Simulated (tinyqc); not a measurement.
# Input admittance of a MOSFET at zero drain bias: distributed channel and distributed gate, step by step

Program tinyqc, `OMP_NUM_THREADS=1 python tinyqc.py 2262182 2262183 out.jsonl`; Intel Xeon 2.30GHz, shared host, one thread, about 0.01 s. Printed values are rounded.

Source and drain grounded, strong inversion, w = 2 pi f, Cox = eps0 eox/tox. The channel is an RC line of resistance 1/(mu Cox Vo) per square fed from both ends, so one finger has the intrinsic admittance y = i w Cox L tanh(g)/g per width, g = (1/2) sqrt(i w tau), tau = L^2/(mu Vo). The vertical resistance rv/L is in series with y, the overlaps 2 i w Cov in parallel: y_t = 1/(1/y + rv/L) + 2 i w Cov. The gate strip is a line of Rsh/L per length loaded by y_t, so a finger has Y = y_t Wf tanh(k)/k, k = (Wf/sd) sqrt(y_t Rsh/L); the device has Nf Y.

Values chosen for this exercise; values of the order met in silicon radio-frequency transistors:
- eox = 3.9 (relative permittivity of the gate insulator (close to silicon dioxide))
- tox = 2.2 nm (insulator thickness)
- L = 0.47 um (channel length)
- Wf = 12 um (finger width)
- Nf = 1 (number of fingers)
- mu = 120 cm^2/(V s) (channel mobility)
- Vo = 0.37 V (gate overdrive)
- Rsh = 3.9 ohm/square (sheet resistance of the gate)
- rv = 2.7 ohm um^2 (vertical resistivity of the gate stack)
- sd = 1 (number of ends at which a finger is contacted)
- Cov = 0.19 fF/um (overlap and fringe capacitance on each side)
- f = 1.5 GHz (frequency)

Constants: eps0 = 8.8541878128e-14 F/cm where lengths are in cm. Results are converted to the units shown.

## Low-frequency resistances and capacitance

Low-frequency limits, with c = Cox L and ct = c + 2 Cov: R_strip = Rsh Wf/(3 sd^2 L Nf), R_ch = (c/ct)^2 L/(12 mu Cox Vo Wf Nf), R_vert = (c/ct)^2 rv/(L Wf Nf), C = ct Wf Nf.

parts (ohm): strip 33.1915, channel 42.3579, vertical 0.432970
sum = 75.9824 ohm
C = 93.0858 fF
1/(2 pi R C) = 22.5021 GHz

The channel term is the largest, 55.7 % of the sum.

## Admittance of the channel and stack per width

tau, g, c = Cox L, y and y_t as defined.

tau = 49.7523 ps
g = 0.242101+0.242101i
c = 7.37715 fF/um
y = 2.7108+69.4009i uS/um
y_t = 2.7384+72.9801i uS/um

w tau = 0.469, and Im y is 0.998 of w c.

## Input impedance of the device

k and Y as defined; Z = 1/(Nf Y) = R + 1/(i w C); Q = |Im Z|/R; signal at the point farthest from a contact |1/cosh k|.

k = 0.212764+0.204930i
Nf Y = 0.058151+0.872973i mS
R = 75.9684 ohm
C = 93.0363 fF
Q = 15.0122
signal at the far point = 0.997736

R is 0.018 % below its low-frequency limit and C is 0.053 % below its own.
